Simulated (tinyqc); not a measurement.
## Retention against time

Retention: filled traps are spread evenly in depth from E1 to E2, and each empties at the rate nu exp(-E/kB T). The share left is the mean of exp(-nu t exp(-E/kB T)) = [kB T/(E2 - E1)] [E1x(nu t exp(-E2/kB T)) - E1x(nu t exp(-E1/kB T))], E1x the exponential integral; traps shallower than about Ed = kB T ln(nu t) are empty.

Inputs (values chosen for the exercise): storage temperature T = 398 K; shallowest trap depth E1 = 0.93 eV; deepest trap depth E2 = 1.92 eV; attempt frequency nu = 1e13 1/s.

Constants: q = 1.602176634e-19 C, kB = 1.380649e-23 J/K, Vt = kB T/q. Results are converted to the units shown.

Retention against time:
```
t (s)  Ed (eV)  share left
1        1.027      0.8824
100      1.185      0.7229
10000    1.343      0.5633
1e5      1.421      0.4835
1e6      1.500      0.4038
1e7      1.579      0.3240
1e8      1.658      0.2443
1e9      1.737      0.1646
```

The share left falls from 0.882 to 0.165. Ed moves by 0.0790 eV a decade and reaches E1 at t = 0.0598 s; from then on the loss is linear in log t, 7.98 % a decade, until Ed comes within a few kB T of E2, which it reaches at 2.05e11 s.

Numbers from tinyqc (`OMP_NUM_THREADS=1 python tinyqc.py 2130038 2130039 out.jsonl`; about 0.04 s on one thread of a shared Intel Xeon 2.30GHz).
